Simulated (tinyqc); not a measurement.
Long-channel MOSFET, surface-potential model: one step of the calculation.

n-channel transistor on a uniformly doped p-type body, gradual-channel approximation, constant mobility, Boltzmann statistics, full ionisation. Potentials are counted from the neutral body; V is the electron quasi-Fermi potential, Vsb at the source and Vsb + Vds at the drain. Charges are magnitudes per area.

Question. Body potential, insulator capacitance and body factor. ni = sqrt(Nc Nv) exp(-Eg/(2 Vt)), Eg in volts; phiF = Vt ln(Na/ni); Cox = eps0 eox/tox; gamma = sqrt(2 q eps0 eps_r Na)/Cox. VT = Vfb + 2 phiF + gamma sqrt(2 phiF + Vsb), m = 1 + gamma/(2 sqrt(2 phiF + Vsb)).

Inputs (values chosen for the exercise); material values close to those of gallium nitride: temperature T = 293 K; band gap Eg = 3.44 eV; relative permittivity of the semiconductor eps_r = 9.63; conduction-band density of states at T Nc = 2.19e18 cm^-3; valence-band density of states at T Nv = 4.39e19 cm^-3; acceptor density of the body Na = 2.5e16 cm^-3; relative permittivity of the gate insulator eox = 8.92; insulator thickness tox = 27 nm; flat-band voltage Vfb = -1.6 V; source-body reverse bias Vsb = 0 V.

Constants: q = 1.602176634e-19 C, kB = 1.380649e-23 J/K, Vt = kB T/q, eps0 = 8.8541878128e-14 F/cm where lengths are in cm. Results are converted to the units shown.

Find: ni; phiF; Cox; gamma; VT; m.

Answer.

ni = 2.5492e-11 cm^-3
phiF = 1.5692 V
Cox = 0.29252 uF/cm^2
gamma = 0.28254 V^0.5
VT = 2.0390 V
m = 1.0797

Computed by the program tinyqc: `OMP_NUM_THREADS=1 python tinyqc.py 2360041 2360042 out.jsonl`, one thread of a shared Intel Xeon 2.30GHz, about 0.04 s for the whole run.
